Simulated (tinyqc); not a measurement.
Band-to-band tunnelling and avalanche in a reverse-biased abrupt junction: one step, computed by the program tinyqc.

Direct Kane tunnelling in the local field (for indirect gaps the mass is an effective fit) and one ionisation coefficient for both carriers. N is the doping of the light side, or N_A N_D/(N_A + N_D) for the symmetric junction; the built-in voltage is taken as E_g/e.

Question. Junction at the given bias. E_g(T) = E_g - (T - 300 K)(-dE_g/dT); b(T) = b [1 + (rise)(T - 300 K)]; w = sqrt(2 eps eps_0 (V_R + E_g/e)/(e N)); F_m = 2 (V_R + E_g/e)/w; the field falls linearly from F_m to 0 across w.

Inputs (values chosen for the exercise, modelled on In0.53Ga0.47As):
```
quantity,value,unit
"band gap at 300 K, E_g",0.739,eV
"gap narrowing with temperature, -dE_g/dT",0.37,meV/K
permittivity eps,13.9,-
effective doping N,9.9e+16,1/cm^3
reverse bias V_R,0.42,V
temperature T,200,K
```

Junction: one-sided.

Constants: eps_0 = 8.8541878128e-12 F/m; e = 1.602176634e-19 C.

Give: E_g(T); depletion width w; peak field F_m; shortest tunnelling distance E_g/(e F_m).

Answer.

E_g(T) = 0.776 eV

depletion width w = 136.2 nm

peak field F_m = 0.1756 MV/cm

shortest tunnelling distance E_g/(e F_m) = 44.20 nm
